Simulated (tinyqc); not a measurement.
# Worked calculation: metal gate on a two-layer dielectric stack with fixed charge and a dipole

tinyqc, about 0.01 s, one thread, Intel Xeon 2.30GHz (shared host): `OMP_NUM_THREADS=1 python tinyqc.py 2010011 2010012 out.jsonl` Printed values are rounded.

Gate, layer 2, layer 1, p-type semiconductor; x runs from the gate inwards. Charges are counted in units of +q. psi is the band bending at the surface, positive towards inversion. Classical charge, Boltzmann statistics, no interface traps.

Inputs (values chosen for the exercise); band and dielectric values close to those of In0.53Ga0.47As, layer 1 close to silicon nitride, layer 2 close to hafnium oxide:
- T = 300 K (temperature)
- Eg = 0.754 eV (band gap)
- eps_r = 13.7 (relative permittivity)
- Nc = 2.12e17 cm^-3 (conduction-band density of states at T)
- Nv = 7.61e18 cm^-3 (valence-band density of states at T)
- chi = 4.49 eV (electron affinity)
- Na = 1.3e18 cm^-3 (acceptor density)
- pM = 4.17 eV (work function of the gate metal)
- t1 = 1.5 nm (thickness of layer 1, next to the semiconductor)
- e1 = 7.57 (relative permittivity of layer 1)
- t2 = 1.6 nm (thickness of layer 2, next to the gate)
- e2 = 21.8 (relative permittivity of layer 2)
- Q1 = 8.8e11 cm^-2 (fixed charge at the semiconductor interface)
- Q2 = -1.6e11 cm^-2 (fixed charge between the layers)
- r1 = 1e18 cm^-3 (uniform charge density in layer 1)
- r2 = 0 cm^-3 (uniform charge density in layer 2)
- Vd = -0.28 V (flat-band shift by a dipole layer between the layers)
- ps = 0.488 V (band bending psi of the working point)

Constants: q = 1.602176634e-19 C, kB = 1.380649e-23 J/K, Vt = kB T/q, eps0 = 8.8541878128e-14 F/cm where lengths are in cm. Results are converted to the units shown.

Range of the model: The acceptor density exceeds a tenth of Nv, where Boltzmann statistics begin to fail.

## Equivalent thickness and work-function difference

EOT = 3.9 (t1/e1 + t2/e2), Cox = eps0/(t1/e1 + t2/e2); phi_ms = pM - (chi + Eg - Vt ln(Nv/Na)).

EOT = 1.05903 nm
Cox = 3.26067 uF/cm^2
share of layer 1 in the EOT = 72.9715 %
phi_ms = -1.02832 V

## Flat-band voltage, term by term

EOT = 3.9 (t1/e1 + t2/e2), Cox = eps0/(t1/e1 + t2/e2); phi_ms = pM - (chi + Eg - Vt ln(Nv/Na)). Vfb = phi_ms + Vd - (q/eps0) [Q1 (t1/e1 + t2/e2) + Q2 t2/e2 + r1 (t1^2/(2 e1) + t1 t2/e2) + r2 t2^2/(2 e2)]: each charge counts with its electrical distance from the gate.

terms (V): phi_ms -1.02832, dipole -0.28000, Q1 -0.04324, Q2 0.00212, r1 -0.00468, r2 0.00000
Vfb = -1.35411 V

Apart from phi_ms the largest term is that of dipole, -280 mV; all charges and the dipole together move Vfb by -326 mV.

## Threshold voltage

ni = sqrt(Nc Nv) exp(-Eg/(2 Vt)), Eg in volts, pB = Vt ln(Na/ni), Vth = Vfb + 2 pB + sqrt(4 q eps0 eps_r Na pB)/Cox.

ni = 5.89575e11 cm^-3
pB = 0.377600 V
depletion charge = 0.617743 uC/cm^2
Vth = -0.409460 V

## Charge in the semiconductor

ni = sqrt(Nc Nv) exp(-Eg/(2 Vt)), Eg in volts. Qs = -sign(psi) sqrt(2 q eps0 eps_r Na Vt [exp(-u) + u - 1 + (ni/Na)^2 (exp(u) - u - 1)]), u = psi/Vt.

Qs = -0.483245 uC/cm^2

The surface is depleted or weakly inverted.

## Fields and voltage drops

Gauss: D = -Qs just inside the semiconductor; going towards the gate subtract q Q1, then q r1 t1, q Q2 and q r2 t2. Field = D/(eps0 e); the drop over a layer is its mean field times its thickness; Vg = phi_ms + Vd + psi + both drops.

```
place                        D (uC/cm^2)  field (MV/cm)
layer 2, gate side              0.343856       0.178144
layer 2, inner side             0.343856       0.178144
layer 1, outer side             0.318221       0.474771
layer 1, semiconductor side     0.342254       0.510627
semiconductor surface           0.483245       0.398381
```

drop over layer 2 = 0.0285030 V
drop over layer 1 = 0.0739048 V
Vg = -0.717909 V

The same Vg follows from Vfb + psi - Qs/Cox. The largest field, 0.511 MV/cm in size, is at: layer 1, semiconductor side.
